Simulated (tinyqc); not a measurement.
Order-disorder in a binary alloy on two sublattices: Bragg-Williams and pair (quasi-chemical) approximations: one step, computed by the program tinyqc.

All z = 6 neighbours of a site lie on the other sublattice. B fills the sublattices with x + eta/2 and x - eta/2; energies are per site, from the pure components: u = -z w y with y the probability of an A-B bond taken in one order.

Task: Short-range order at the Bragg-Williams T_c. Quasi-chemical disordered state, with T here the Bragg-Williams T_c and not the input T: y^2/[(1 - x - y)(x - y)] = exp(2 w/(k_B T)) =: E, so y = 2 x (1 - x)/(1 + r), r = sqrt(1 - 4 x (1 - x)(1 - 1/E)); Warren-Cowley alpha = 1 - y/(x (1 - x)); u = -z w y.

Inputs (values chosen for the exercise, for a model alloy): ordering energy w = (e_AA + e_BB)/2 - e_AB = 9.19 meV; fraction x of B = 0.5.

Lattice: simple cubic (z = 6).

T_c, Bragg-Williams = 319.9366 K

Constants: k_B = 8.617333262e-05 eV/K.

Give: bond probability y; alpha of the disordered state at the Bragg-Williams T_c; energy of the disordered state.

Result:

bond probability y = 0.29129

alpha of the disordered state at the Bragg-Williams T_c = -0.16514

energy of the disordered state = -16.061 meV/site

Short-range order already holds 17 % of the full ordering energy z w x^2, counted from the random alloy at -z w x (1 - x); Bragg-Williams puts none there.
